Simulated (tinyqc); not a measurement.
Inside a calculation. Method: Hueckel theory of the pi electrons with the omega technique, for the molecule O=C1C=CC(=O)C=C1 (SMILES; centres numbered as the heavy atoms are written). One step of it, computed by the program tinyqc.

Task: Omega technique, round 2. h_r = h_r(0) + omega q_r, omega = 0.6, with q_r = z_r - P_rr; 0.3 of the old diagonal is kept.

Hueckel matrix in units of beta (H = alpha + beta A), lower triangle:
```
          1O        2C        3C        4C        5C        6O        7C        8C
1O  1.000000
2C  1.000000  0.000000
3C  0.000000  1.000000  0.000000
4C  0.000000  0.000000  1.000000  0.000000
5C  0.000000  0.000000  0.000000  1.000000  0.000000
6O  0.000000  0.000000  0.000000  0.000000  1.000000  1.000000
7C  0.000000  0.000000  0.000000  0.000000  1.000000  0.000000  0.000000
8C  0.000000  1.000000  0.000000  0.000000  0.000000  0.000000  1.000000  0.000000
```

charge and bond-order matrix P, lower triangle:
```
           1O         2C         3C         4C        5C         6O        7C        8C
1O   1.303101
2C   0.740901   0.821990
3C   0.028296   0.429253   0.937455
4C  -0.288975   0.113635   0.824575   0.937455
5C  -0.146208  -0.060495   0.113635   0.429253  0.821990
6O   0.411345  -0.146208  -0.288975   0.028296  0.740901   1.303101
7C  -0.288975   0.113635  -0.175425  -0.062545  0.429253   0.028296  0.937455
8C   0.028296   0.429253  -0.062545  -0.175425  0.113635  -0.288975  0.824575  0.937455
```

Centres:
```
centre  z_r, pi electrons of the neutral centre         h
1O                                            1  1.000000
2C                                            1  0.000000
3C                                            1  0.000000
4C                                            1  0.000000
5C                                            1  0.000000
6O                                            1  1.000000
7C                                            1  0.000000
8C                                            1  0.000000
```

Give: matrix after round 2.

Result:

matrix after round 2, lower triangle:
```
        1O      2C      3C      4C      5C      6O      7C      8C
1O  0.8223
2C  1.0000  0.1067
3C  0.0000  1.0000  0.0355
4C  0.0000  0.0000  1.0000  0.0355
5C  0.0000  0.0000  0.0000  1.0000  0.1067
6O  0.0000  0.0000  0.0000  0.0000  1.0000  0.8223
7C  0.0000  0.0000  0.0000  0.0000  1.0000  0.0000  0.0355
8C  0.0000  1.0000  0.0000  0.0000  0.0000  0.0000  1.0000  0.0355
```
